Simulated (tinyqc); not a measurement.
Quasi-harmonic thermal expansion with mode Grueneisen parameters: one step, computed by the program tinyqc.

A crystal with two atoms a cell; per atom there are 1 transverse acoustic (TA), 1/2 longitudinal acoustic (LA) and 3/2 optical (O) modes. Every frequency of group i scales as nu_i (V/V0)^(-gamma_i). Each group has one frequency. Static energy: E = (9 V0 B0/16) [y^3 B' + y^2 (2 - 4 y)], y = (V0/V)^(2/3) - 1, with pressure P_s = (3 B0/2) (z^7 - z^5) [1 + (3/4)(B' - 4)(z^2 - 1)], z = (V0/V)^(1/3).

Task: Properties at the equilibrium volume. For a mode with x = h nu/(k_B T), n = 1/(exp(x) - 1): U = h nu (n + 1/2), C/k_B = x^2 n (n + 1); U_i and C_i sum these over group i with its weight per atom. Phonon pressure P_ph = sum_i gamma_i U_i/V. B_T = -V d(P_s + P_ph)/dV at fixed T (central difference, step 1e-4 V); alpha_V = sum gamma_i C_i k_B/(B_T V), all at V(T); the linear coefficient is alpha_L = alpha_V/3. C_P - C_V = alpha_V^2 B_T V T; the optical frequency is nu_O (V/V0)^(-gamma_O).

Inputs (values chosen for the exercise, for a model crystal): static volume V0 = 22.3 angstrom^3/atom; static bulk modulus B0 = 32.6 GPa; static B' = 3.98; frequency nu_TA = 3.89 THz; frequency nu_LA = 9.47 THz; frequency nu_O = 11.7 THz; Grueneisen parameter gamma_TA = 1.1; Grueneisen parameter gamma_LA = 0.86; Grueneisen parameter gamma_O = 1.2; temperature T = 800 K.

Acoustic groups: Einstein.

volume V(T) = 23.55323 angstrom^3/atom

Constants: h x 1 THz = 4.135667696 meV; k_B = 8.617333262e-05 eV/K; 1 eV/angstrom^3 = 160.2176634 GPa.

Give: volume change from V0; isothermal bulk modulus B_T; linear expansion coefficient; C_V; C_P - C_V; optical frequency at V(T).

Result:

volume change from V0 = 5.620 %

isothermal bulk modulus B_T = 27.75 GPa

linear expansion coefficient = 22.90 ppm/K

C_V = 2.931 k_B/atom

C_P - C_V = 0.1787 k_B/atom

optical frequency at V(T) = 10.96 THz

Caution: at so large an expansion explicit anharmonic terms and a volume-dependent gamma, both left out, matter.
